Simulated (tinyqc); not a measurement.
Deep-level transient spectroscopy (DLTS) of one majority-carrier trap: one step, computed by the program tinyqc.

A filling pulse loads the traps in a one-sided junction; under reverse bias they empty at the rate e, and the capacitance relaxes as C(t) = C_0 - dC exp(-e t). The signal is S = [C(t_2) - C(t_1)]/dC.

Question. Emission rate at T. e = g sigma v N_b exp(-E/k_B T), v = sqrt(3 k_B T/m), N_b = 2 M (2 pi m k_B T/h^2)^(3/2), sigma = sigma_0, E = E_t - dE with the one-dimensional Poole-Frenkel lowering dE = sqrt(e^3 F/(pi eps eps_0)), F being held as an input apart from the bias (the centre is charged when empty).

Inputs (values chosen for the exercise, with mass and screening modelled on CdTe):

| quantity | value | unit |
|---|---|---|
| density-of-states mass m | 0.0974 | m_0 |
| valleys M | 1 | - |
| trap depth E_t | 0.154 | eV |
| cross-section sigma_0 | 1.7e-15 | cm^2 |
| degeneracy ratio g | 2 | - |
| temperature T | 73 | K |
| dielectric constant eps | 9.83 | - |
| mean field F | 82000 | V/cm |

Carriers: electrons. Extra term: Poole-Frenkel lowering.

Constants: k_B = 8.617333262e-05 eV/K; k_B = 1.380649e-23 J/K; m_0 = 9.1093837015e-31 kg; h = 6.62607015e-34 J s; e = 1.602176634e-19 C; eps_0 = 8.8541878128e-12 F/m.

Give: thermal velocity v; N_b; sigma; E; emission rate e.

Answer.

thermal velocity v = 1.846e+07 cm/s

N_b = 9.156e+16 cm^-3

sigma = 1.70e-15 cm^2

E = 0.08468 eV

emission rate e = 8185 1/s
